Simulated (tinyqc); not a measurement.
Molecular dynamics of a small cluster by velocity Verlet steps: one step, computed by the program tinyqc.

E = sum_(i<j) phi(r_ij), phi(r) = eps [exp(-2 alpha (r - r0)) - 2 exp(-alpha (r - r0))]; the force on i is -sum_j phi'(r_ij) (R_i - R_j)/r_ij.

Problem. State at the start. Velocity Verlet: a = c F/M with c = 9.648533212e-3 angstrom/fs^2 per eV/(angstrom u); R(new) = R + v dt + a dt^2/2; v(new) = v + (a + a(new)) dt/2. Kinetic energy K = M v^2/(2c); temperature T = 2K/((3N - 3) k_B), rotation of the cluster included.

Inputs (values chosen for the exercise, for model atoms):
```
quantity         value        unit
length r0         3.16    angstrom
well depth eps    0.65          eV
stiffness alpha   1.72  1/angstrom
atomic mass M     96.9           u
time step dt       3.8          fs
```

Potential: Morse. Thermostat: none.

starting positions (angstrom):
```
            x      y     z
atom 1  -0.02  -0.01  0.05
atom 2    3.1  -0.04  0.06
atom 3   1.55   2.76  0.02
atom 4   1.62   0.89  2.61
```

starting velocities (angstrom/fs):
```
               x         y         z
atom 1   0.00058   0.00173   0.00271
atom 2   0.00034  -0.00057   -0.0011
atom 3   0.00103  -0.00121   0.00133
atom 4  -0.00195     5e-05  -0.00293
```

Constants: 1 eV/(angstrom u) = 9.648533212e-03 angstrom/fs^2; k_B = 8.617333262e-05 eV/K.

Give: forces; potential energy; kinetic energy; temperature.

Solution.

forces (eV/angstrom):
```
              x        y        z
atom 1  -0.1062   0.0888   0.0309
atom 2   0.2521   0.0270  -0.2604
atom 3   0.0279  -0.2716   0.1030
atom 4  -0.1738   0.1557   0.1264
```

potential energy = -3.880 eV

kinetic energy = 0.1457 eV

temperature = 375.6 K
